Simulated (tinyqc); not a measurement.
Cooling rate: nucleation and growth of vacancy voids in a cooling silicon-like crystal. Computed by tinyqc, a small Python program. Command: `OMP_NUM_THREADS=1 python tinyqc.py 3004262 3004263 out.jsonl voids walk`. One thread of a shared host (Intel(R) Xeon(R) Processor @ 2.30GHz), about 0.3 s of CPU time with the checks.

Spherical voids; vacancies are lost only to voids.

Inputs (values chosen for the exercise, for a model crystal):
```
quantity,value,unit
vacancy density at the melting point C_m,5.6e+14,1/cm^3
formation energy E_f,3.94,eV
melting point T_m,1685,K
diffusion prefactor D0,0.00066,cm^2/s
migration energy E_m,0.43,eV
site density rho,5e+22,1/cm^3
void surface energy gamma,0.996,J/m^2
cooling rate q,18,K/min
vacancy excess C0,5.4e+13,1/cm^3
temperature step,0.2,K
```

Vacancy supply: given.

Constants: k_B = 8.617333262e-05 eV/K; k_B = 1.380649e-23 J/K.

Method:
- C = C0 as given.
- C_e = C_m exp[-(E_f/k_B)(1/T - 1/T_m)]; D = D0 exp(-E_m/(k_B T)); f = k_B T ln(C/C_e); r* = 2 gamma/(rho f); W* = 16 pi gamma^3/(3 rho^2 f^2); Z = f/sqrt(12 pi W* k_B T); I = rho Z (4 pi r* D C) exp(-W*/(k_B T)).
- March down from 1500 K in steps dT, dt = dT/q, with values at the upper end of each step: a class of I dt voids is born with r*; then all classes grow by r^2 += 2 D (C - C_e) dt/rho; C falls by the vacancies added to voids. Stop at 1150 K. T_n is the T of the largest I, N the final count (classes under 1e-6 /cm^3 are dropped), and the mean radius the number average.

initial excess C = 5.40e+13 1/cm^3

At fixed C:
```
q (K/min),T_n (K),N (1/cm^3),mean radius (nm)
1.8,1333.4,3.1836e+06,42.819
4.5,1327.6,1.2399e+07,27.188
9.0,1322.8,3.4670e+07,19.281
18.0,1317.6,9.6912e+07,13.674
36.0,1312.2,2.7067e+08,9.700
72.0,1306.6,7.5472e+08,6.883
180.0,1298.2,2.9131e+09,4.381
```

Over the rows N goes as q^1.48 and the radius as q^-0.50, near the 3/2 and -1/2 of the scaling argument (depletion time 1/(4 pi N r D) equal to the time in the nucleation range, at fixed N r^3). T_n drops only 35 K for a factor 100 in q. Fast cooling gives many small voids, which an anneal can dissolve.

Extremes, crossings and ranges named in words are read from the listed rows.
